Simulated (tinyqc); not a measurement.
Propagation of a band-gap error through k.p and effective-mass formulas: one step. Masses, g factor and screening for both gaps. Four cases, with inputs chosen for the exercise.

Problem. Evaluate the chain at Eg and at Eg2.

Chain, for a gap E (the reference Eg or another value), with Ep and Dso kept: 1/me = 1 + Ep (E + 2 Dso/3)/(E (E + Dso)); g* = 2 - 2 Ep Dso/(3 E (E + Dso)); g1(E) = g1 + (Ep/3)(1/E - 1/Eg), g2(E) = g2 + (Ep/6)(1/E - 1/Eg), light hole 1/(g1 + 2 g2), heavy hole 1/(g1 - 2 g2) along [100]; optical constant ei(E) = 1 + (ei - 1)(EP/(EP + E - Eg))^2, static e0(E) = ei(E) + e0 - ei.

Case 1.

Values chosen (reference values near those of CdTe, gap at low temperature; not measured data):
- Eg = 1.588 eV (gap at Gamma to the s-like level)
- Dso = 0.903 eV (spin-orbit splitting)
- Ep = 19 eV (Kane energy)
- g1 = 5.3 (Luttinger gamma1)
- g2 = 1.69 (gamma2)
- e0 = 10.18 (static dielectric constant)
- ei = 7.15 (optical dielectric constant)
- EP = 5.28 eV (mean (Penn) gap)
- Eg2 = 1.699 eV (a wrong gap, of the size a hybrid functional can give)

Case 2.

Values chosen (reference values near those of InSb, gap at low temperature; not measured data):
- Eg = 0.231 eV (gap at Gamma to the s-like level)
- Dso = 0.801 eV (spin-orbit splitting)
- Ep = 23.4 eV (Kane energy)
- g1 = 34.87 (Luttinger gamma1)
- g2 = 15.48 (gamma2)
- e0 = 16.84 (static dielectric constant)
- ei = 15.64 (optical dielectric constant)
- EP = 3.73 eV (mean (Penn) gap)
- Eg2 = 0.074 eV (a wrong gap)

Case 3.

Values chosen (reference values near those of ZnSe, gap at low temperature; not measured data):
- Eg = 2.776 eV (gap at Gamma to the s-like level)
- Dso = 0.403 eV (spin-orbit splitting)
- Ep = 24.3 eV (Kane energy)
- g1 = 3.79 (Luttinger gamma1)
- g2 = 1.24 (gamma2)
- e0 = 8.7 (static dielectric constant)
- ei = 5.97 (optical dielectric constant)
- EP = 6.96 eV (mean (Penn) gap)
- Eg2 = 1.221 eV (a wrong gap, of the size a semi-local functional can give)

Case 4.

Values chosen (reference values near those of ZnSe, gap at low temperature; not measured data):
- Eg = 2.832 eV (gap at Gamma to the s-like level)
- Dso = 0.406 eV (spin-orbit splitting)
- Ep = 23.8 eV (Kane energy)
- g1 = 3.77 (Luttinger gamma1)
- g2 = 1.24 (gamma2)
- e0 = 8.66 (static dielectric constant)
- ei = 5.87 (optical dielectric constant)
- EP = 7.25 eV (mean (Penn) gap)
- Eg2 = 3.144 eV (a wrong gap, of the size a hybrid functional can give)

Give: Band values at the two gaps.

Solution.

Case 1.

Band values at the two gaps:
```
quantity,at Eg,at Eg2,ratio
me,0.08681,0.09183,1.058
g*,-0.8915,-0.5873,-
g1,5.300,5.039,0.951
g2,1.690,1.560,0.923
light hole,0.1152,0.1226,1.064
heavy hole,0.5208,0.5208,1.000
ei,7.150,6.899,0.965
e0,10.18,9.929,0.975
```

The gap is off by a factor of 1.07; the electron mass follows with 1.06 and the light hole with 1.06, while the heavy hole, which does not couple to the conduction level, keeps its value. The optical constant changes less, by -4 %, as it answers to the mean gap, which shifts by the same +0.11 eV on a base of 5.28 eV. g* moves by +0.30; remote bands, left out here, shift it by tenths or, where it is large, by some per cent.

Case 2.

Band values at the two gaps:
```
quantity,at Eg,at Eg2,ratio
me,0.01314,0.004531,0.345
g*,-50.42,-191.0,-
g1,34.87,106.5,3.054
g2,15.48,51.30,3.314
light hole,0.01519,0.004782,0.315
heavy hole,0.2558,0.2558,1.000
ei,15.64,16.95,1.084
e0,16.84,18.15,1.078
```

The gap is off by a factor of 0.32; the electron mass follows with 0.34 and the light hole with 0.31, while the heavy hole, which does not couple to the conduction level, keeps its value. The optical constant changes less, by +8 %, as it answers to the mean gap, which shifts by the same -0.16 eV on a base of 3.73 eV. g* moves by -140.57; remote bands, left out here, shift it by tenths or, where it is large, by some per cent.

Case 3.

Band values at the two gaps:
```
quantity,at Eg,at Eg2,ratio
me,0.1066,0.05193,0.487
g*,1.260,-1.292,-
g1,3.790,7.506,1.980
g2,1.240,3.098,2.498
light hole,0.1595,0.07298,0.458
heavy hole,0.7634,0.7634,1.000
ei,5.970,9.241,1.548
e0,8.700,11.97,1.376
```

The gap is off by a factor of 0.44; the electron mass follows with 0.49 and the light hole with 0.46, while the heavy hole, which does not couple to the conduction level, keeps its value. The optical constant changes less, by +55 %, as it answers to the mean gap, which shifts by the same -1.55 eV on a base of 6.96 eV. g* moves by -2.55; remote bands, left out here, shift it by tenths or, where it is large, by some per cent.

Case 4.

Band values at the two gaps:
```
quantity,at Eg,at Eg2,ratio
me,0.1105,0.1208,1.093
g*,1.298,1.423,-
g1,3.770,3.492,0.926
g2,1.240,1.101,0.888
light hole,0.1600,0.1756,1.098
heavy hole,0.7752,0.7752,1.000
ei,5.870,5.476,0.933
e0,8.660,8.266,0.955
```

The gap is off by a factor of 1.11; the electron mass follows with 1.09 and the light hole with 1.10, while the heavy hole, which does not couple to the conduction level, keeps its value. The optical constant changes less, by -7 %, as it answers to the mean gap, which shifts by the same +0.31 eV on a base of 7.25 eV. g* moves by +0.13; remote bands, left out here, shift it by tenths or, where it is large, by some per cent.

Computed by tinyqc, one run a case: `OMP_NUM_THREADS=1 python tinyqc.py N N+1 out.jsonl` with N = 1880419, 1880431, 1880725, 1880758; one thread of a shared Intel(R) Xeon(R) Processor @ 2.30GHz, about 0.01 s a run at most.
